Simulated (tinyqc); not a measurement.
MOS inversion layer, Poisson-Schroedinger loop: course of the self-consistent loop.

Electrons confined at an insulator interface at z = 0, treated as a hard wall; parabolic valleys, Hartree approximation, no image or exchange terms. The depletion charge lies far deeper than the electrons and gives a uniform field q Nd/(eps0 eps_r); the gate balances all charge. Energies are counted from the band edge at the interface.

V0 = q Nd z/(eps0 eps_r) in eV.

Tridiagonal Hamiltonian with psi = 0 one step beyond both ends: H_ii = C (1/m_(i-1/2) + 1/m_(i+1/2))/hz^2 + V0_i + U_i (+ dE for the set B), H_(i,i+1) = -C/(m_(i+1/2) hz^2), C = hbar^2/(2 m0). The lowest 2 level(s) of each valley set are kept, normalised to hz sum |psi|^2 = 1. The mass is the same on all intervals.

Level k holds N_k = D_k Vt ln(1 + exp((EF - E_k)/Vt)) with D = md1 m0 q/(pi hbar^2) for the set A, D = 3 md2 m0 q/(pi hbar^2) for the set B per eV (spin included); EF is fixed by sum N_k = Ns.

n_i = sum_k N_k |psi_k|^2 (converted to cm^-3). Hartree part by Gauss: on the interval before node i the electrons still beyond are S_i = Ns - hz sum_(j<i) n_j, and U_i = U_(i-1) + q S_i hz/(eps0 eps_r) in eV, U_0 = 0 at the interface. Mixing: U(new) = U + a (U(out) - U).

Start from U = 0. Stop when the largest |U(out) - U| is below 1e-7 eV, or after 120 rounds.

Parameters, values chosen for the exercise; masses and permittivity close to those of germanium (111):
```
symbol,value,unit,meaning
T,300,K,temperature
eps_r,15.9,,relative permittivity
mz1,1.57,m0,mass along z of valley set A (1 valley(s))
md1,0.0834,m0,in-plane density-of-states mass of set A
mz2,0.0937,m0,mass along z of valley set B (3 valley(s))
md2,0.343,m0,in-plane density-of-states mass of set B
Ns,1.7e12,cm^-2,sheet density of electrons
Nd,2.3e12,cm^-2,sheet density of depletion charge
dE,0,eV,extra shift of set B (strain)
hz,1.1,nm,mesh step
a,0.5,,mixing factor
```

Constants: q = 1.602176634e-19 C, kB = 1.380649e-23 J/K, hbar = 1.054571817e-34 J s, m0 = 9.1093837015e-31 kg, Vt = kB T/q, eps0 = 8.8541878128e-14 F/cm where lengths are in cm, hbar^2/(2 m0) = 0.0380998212 eV nm^2. Results are converted to the units shown.

z, node 1 to 15 (nm): 1.1  2.2  3.3  4.4  5.5  6.6  7.7  8.8  9.9  11  12.1  13.2  14.3  15.4  16.5

Course of the iteration:
```
round  level A1 (eV)    EF (eV)  largest |U(out) - U| (eV)
1          0.0571870  0.0714149                     0.0446
2          0.0693174  0.0867672                     0.0193
3          0.0751490  0.0938041                    8.55e-3
4          0.0780055  0.0971251                    3.87e-3
5          0.0794146  0.0987155                    1.78e-3
6          0.0801123  0.0994843                    8.34e-4
7          0.0804584  0.0998585                    3.97e-4
8          0.0806304   0.100042                    1.92e-4
9          0.0807160   0.100132                    9.44e-5
10         0.0807587   0.100176                    4.65e-5
11         0.0807799   0.100198                    2.30e-5
12         0.0807905   0.100209                    1.14e-5
13         0.0807958   0.100214                    5.63e-6
14         0.0807984   0.100217                    2.79e-6
15         0.0807997   0.100218                    1.39e-6
16         0.0808004   0.100219                    6.90e-7
17         0.0808007   0.100219                    3.43e-7
18         0.0808009   0.100219                    1.71e-7
19         0.0808010   0.100219                    8.51e-8
```

Did this iteration meet its convergence test, and what does its course show?

Yes. Converged in 19 rounds. Towards the end the residual shrinks by a factor of about 0.50 a round.

Computed by the program tinyqc: `OMP_NUM_THREADS=1 python tinyqc.py 2160049 2160050 out.jsonl`, one thread of a shared Intel Xeon 2.30GHz, about 0.9 s for the whole run.
